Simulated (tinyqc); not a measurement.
Double-gate transistor below threshold, two-dimensional Poisson equation on a small mesh: one step of the calculation.

Half of a symmetric double-gate structure: row 0 is the mid-plane of the body, where the normal field vanishes. Mobile charge is neglected (subthreshold), the body is fully depleted, and potentials are counted from the intrinsic level; rows run upward to the gate, columns from source to drain.

Task. Jacobi sweep. Free nodes: rows 0..1, columns 1..3, taken row by row from row 0, left to right. t = (up psi(above) + dn psi(below) + lat [psi(left) + psi(right)] + s)/(up + dn + 2 lat), with all neighbours from the previous sweep; psi(new) = t.

psi after iteration 1 (V):
```
,j=0,j=1,j=2,j=3,j=4
row 0,0.5400000,0.7150000,0.8900000,1.0650000,1.2400000
row 1,0.5400000,0.3767855,0.4744162,0.5720468,1.2400000
row 2,-0.0500000,-0.0500000,-0.0500000,-0.0500000,-0.0500000
```

```
row,up,dn,lat,s (V)
0,13.015625,0,5.44,0
1,33.653846,13.015625,14.725714,0
```

Wanted: psi after iteration 2.

Result.

psi after iteration 2 (V):
```
,j=0,j=1,j=2,j=3,j=4
row 0,0.540,0.531,0.664,0.796,1.240
row 1,0.540,0.296,0.314,0.492,1.240
row 2,-0.050,-0.050,-0.050,-0.050,-0.050
```

Program tinyqc, `OMP_NUM_THREADS=1 python tinyqc.py 2480045 2480046 out.jsonl`; Intel Xeon 2.30GHz, shared host, one thread, about 0.09 s.
